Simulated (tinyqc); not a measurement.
Doping and voltage from widths and field.

Problem. In the depletion approximation an abrupt p-n junction has a triangular field: peak E = q Nd xn/(eps0 eps_r) = q Na xp/(eps0 eps_r), W = xn + xp, and Vbi - V = E W/2. Find Nd, Na and Vbi - V.

Inputs (values chosen for the exercise):
- eps_r = 12.7 (relative permittivity)

Constants: q = 1.602176634e-19 C, eps0 = 8.8541878128e-14 F/cm where lengths are in cm. Results are converted to the units shown.

W = 690.45775 nm
peak field = 15.562516 kV/cm
xn = 682.65597 nm

Answer. Gauss's law on each side gives its doping from the peak field and its width; the voltage is the area of the triangle.

Nd = 1.600e15 cm^-3
Na = 1.400e17 cm^-3
Vbi - V = 0.5373 V

Program tinyqc, `OMP_NUM_THREADS=1 python tinyqc.py 2000075 2000076 out.jsonl`; Intel Xeon 2.30GHz, shared host, one thread, about 0.02 s.
